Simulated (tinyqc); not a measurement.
Changing the evaporation rate at 1000 rpm e0: spin coating of a resist or spin-on film: centrifugal thinning, evaporation and the final thickness (Emslie and Meyerhofer models). Computed by tinyqc, a small Python program. Command: `OMP_NUM_THREADS=1 python tinyqc.py 3111808 3111809 out.jsonl spincoat sweep`. One thread of a shared host (Intel(R) Xeon(R) Processor @ 2.30GHz), about 0.2 s of CPU time with the checks.

A Newtonian film stays uniform over the wafer; solvent and solids have the same density and the concentration is uniform through the thickness.

Inputs (values chosen for the exercise, of the order of those of a polymer resist in an ester solvent):

| quantity | value | unit |
|---|---|---|
| solids volume fraction c0 | 0.25 | - |
| kinematic viscosity of the solvent nu_s | 1.4 | mm^2/s |
| viscosity constant k | 800 | mm^2/s |
| viscosity exponent gamma | 2.8 | - |
| spin speed f | 800 | rpm |
| starting thickness h0 | 400 | micrometre |
| wafer radius R | 100 | mm |
| shrinkage in the bake | 6.3 | % |

Method:
- omega = 2 pi f/60; nu(c) = nu_s + k c^gamma; evaporation rate e = e0 sqrt(f/1000 rpm).
- Flow constant K = 2 omega^2/(3 nu(c0)); Reynolds number of the air omega R^2/nu_air with nu_air = 15 mm^2/s.
- Meyerhofer estimate: flow rules until (1 - c0) K h^3 = e, then evaporation alone: h_w = (e/((1 - c0) K))^(1/3), dry film c0 h_w.
- Full model for solids s and liquid l per area, h = s + l, c = s/h: ds/dt = -c Q, dl/dt = -(1 - c) Q - e, Q = 2 omega^2 h^3/(3 nu(c)); integrated adaptively (relative tolerance 1e-9) until l = 0.
- Dry film = s at l = 0, before the bake; film after the bake = s x (1 - shrinkage).

One run for each value:

| evaporation rate at 1000 rpm e0 (micrometre/s) | dry film (nm) | time to dry (s) | wet thickness h_w (micrometre) |
|---|---|---|---|
| 0.010 | 1002.3 | 389.39 | 3.573 |
| 0.021 | 1283.5 | 237.45 | 4.575 |
| 0.045 | 1654.8 | 142.85 | 5.899 |
| 0.097 | 2137.6 | 85.60 | 7.620 |
| 0.210 | 2765.3 | 51.15 | 9.857 |
| 0.440 | 3538.5 | 31.23 | 12.613 |
| 0.940 | 4557.2 | 18.82 | 16.245 |
| 2.000 | 5861.2 | 11.37 | 20.894 |

Over the rows, dry film (nm) rises from 1000 to 5860 (exponent d ln y / d ln x about 0.33 throughout); time to dry (s) falls from 389 to 11.4 (exponent d ln y / d ln x about -0.67 throughout); wet thickness h_w (micrometre) rises from 3.57 to 20.9 (exponent d ln y / d ln x about 0.33 throughout). The exponent of dry film stays at 0.33: the cube root of the evaporation rate.
